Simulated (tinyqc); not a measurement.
Donors with valley-orbit split 1s states, step by step. Values are carried at full precision from step to step, so a last printed digit may differ when a step is redone from the rounded ones.

Each donor binds at most one electron, in any of its states. For a site s, W_s = sum over its states of g exp(E/kT), and the ionised share is 1/(1 + W_s exp(eta)), eta = (EF - Ec)/kT; n = Nc F_1/2(eta); neutrality n + NA = ND x (mean ionised share); holes are neglected. Nc from N = 2 (m kB T/(4 pi c))^(3/2) with c = hbar^2/2m0, in 1/angstrom^3; times 1e24 for 1/cm^3, m = md. F_j(eta) = (1/Gamma(j + 1)) integral_0^infinity x^j dx/(1 + exp(x - eta)), which tends to exp(eta) for eta << 0.

Constants: hbar^2/2m0 = 3.80998211 eV angstrom^2; kB = 8.617333262e-05 eV/K.

Values chosen for the exercise (near those of P in Si; shifted at random, so the results belong to these values and not to a real crystal): md = 1.039 m0 (density-of-states mass of the conduction band); E = (46, 33.9, 33.1) meV (binding energies of 1s(A1), 1s(T2), 1s(E)); g = (2, 6, 4) (their degeneracies with spin); T = 300 K; ND = 7.9e+15 1/cm^3 (donors); NA = 1.3e+15 1/cm^3 (compensating acceptors, all ionised); mu0 = 70 cm^2/(V s) (mobility at heavy doping); mu1 = 1408 cm^2/(V s) (mobility at light doping and 300 K); Nr = 1.1e+17 1/cm^3 (reference doping); de = 0.72 (doping exponent); ga = 2.3 (temperature exponent).

## Partition sums of the neutral donor

Give each term g exp(E/kT), W_s, and the effective degeneracy W_s exp(-E_ground/kT).

Nc = 2.6576e+19 1/cm^3

terms: 1s(A1) 11.85, 1s(T2) 22.27, 1s(E) 14.39

W_s: donor 48.510

effective degeneracy: donor 8.186

The ground state alone would give 2 and all states together 12; here the excited states hold 76 % of the bound electrons.

## Neutrality

Solve for eta.

eta = -8.315
n = 6.51e+15 1/cm^3

ionised share: donor 0.988

n is 0.986 of ND - NA.

## Mobility and resistivity

Mobility (Caughey-Thomas form): mu = mu0 + (mu1 (T/300)^(-ga) - mu0)/(1 + ((ND + NA)/Nr)^de); rho = 1/(e n mu), e = 1.602176634e-19 C.

Compare with full ionisation, n = ND - NA.

mu = 1216.0 cm^2/(V s)
rho = 0.789 ohm cm
rho at full ionisation = 0.778 ohm cm

Incomplete ionisation raises rho by a factor 1.01.

## Checks

- n at ND = 1e13 1/cm^3 against the root of n^2 = (Nc/W)(ND - n) (1/cm^3): both 1.000e+13.

(tinyqc, `OMP_NUM_THREADS=1 python tinyqc.py 1681318 1681319 out.jsonl`, Intel(R) Xeon(R) Processor @ 2.30GHz, 1 thread, shared host, about 0.01 s.)
